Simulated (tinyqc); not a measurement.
Domain walls in a thin film with perpendicular anisotropy: Bloch, Neel and chiral walls, motion and stripe domains: one step, computed by the program tinyqc. Command: `OMP_NUM_THREADS=1 python tinyqc.py 3012295 3012296 out.jsonl mwall walk`. One thread of a shared host (Intel(R) Xeon(R) Processor @ 2.30GHz), about 0.01 s of CPU time with the checks.

One-dimensional wall: polar angle theta(x), azimuth phi of the moment in the wall (phi = 0 Neel, 90 degrees Bloch). mu_0 = 1.25663706212e-6 T m/A, gamma = 1.76085963023e11 rad/(s T).

Task: Bloch or Neel. sigma(phi) = sigma_0 + 2 Delta K_D cos^2(phi) - pi D cos(phi), with the wall shape anisotropy K_D = N_x mu_0 M_s^2/2, N_x = t ln 2/(pi Delta). The minimum has cos(phi) = D/D_N for D < D_N = 4 Delta K_D/pi and phi = 0 beyond; sigma turns negative at D_c = (sigma_0 + 2 Delta K_D)/pi.

Inputs (values chosen for the exercise, for a model film): saturation magnetisation M_s = 1190 kA/m; DMI constant D = 0.15 mJ/m^2; thickness t = 0.67 nm.

width parameter Delta = 6.156291 nm

sigma_0 = 7.147161 mJ/m^2

Give: K_D; D_N; azimuth phi; wall energy sigma; D_c.

Result:

K_D = 21.37 kJ/m^3

D_N = 0.1675 mJ/m^2

azimuth phi = 26.40 degrees

wall energy sigma = 6.936 mJ/m^2

D_c = 2.359 mJ/m^2

A mixed wall, between Bloch and Neel. D is 0.06 of D_c.
